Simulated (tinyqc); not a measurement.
Threshold-voltage variability of a planar MOSFET, analytic estimates: two steps of the calculation.

Three independent sources add in quadrature: random dopants in the depleted layer, metal-gate grains of two orientations, and roughness of the two gate edges acting through the roll-off VT = VT(long) - Vr exp(-L/l). These are first-order estimates: no three-dimensional electrostatics, no percolation.

Parameters, values chosen for the exercise; material values close to those of silicon:
- L = 20 nm (gate length)
- W = 91 nm (gate width)
- G = 4 nm (metal grain size)
- dW = 0.15 eV (work-function difference of the two grain orientations)
- p = 0.3 (share of the orientation of higher work function)
- De = 1.9 nm (rms roughness of one gate edge)
- La = 10 nm (correlation length of the roughness)
- l = 3.4 nm (decay length of the threshold roll-off)
- Vr = 2 V (prefactor of the roll-off)
- Nb = 268435456 (number of cells)
- Y = 0.999 (wanted yield)

Task 1. Metal grains and edge roughness. Grains: Ng = L W/G^2 (at least 1), s2 = dW sqrt(p (1 - p)/Ng). Edges, with exponential correlation and u = W/La: the mean gate length has sL^2 = 2 De^2 (2/u)[1 - (1 - exp(-u))/u]; s3 = sL (Vr/l) exp(-L/l).

Give: Ng; s2; sL; dVT/dL; s3.

Result 1.

Ng = 113.8
s2 = 6.445 mV
sL = 1.188 nm
dVT/dL = 1.640 mV/nm
s3 = 1.949 mV

Task 2. Margin in standard deviations for the wanted yield. Cells fail independently with probability Q(k) = erfc(k/sqrt(2))/2 when the margin is k standard deviations, and Y = exp(-Nb Q(k)). phi = exp(-k^2/2)/sqrt(2 pi). Newton steps on ln Q(k) = ln(-ln(Y)/Nb): k(new) = k + [ln Q - ln(-ln(Y)/Nb)] Q/phi.

k after iteration 1 = 11.494372

Wanted: Q(k); phi; k after iteration 2.

Result 2.

Q(k) = 7.040e-31
phi = 8.152e-30
k after iteration 2 = 7.771

Computed by the program tinyqc: `OMP_NUM_THREADS=1 python tinyqc.py 2090042 2090043 out.jsonl`, one thread of a shared Intel Xeon 2.30GHz, about 0.01 s for the whole run.
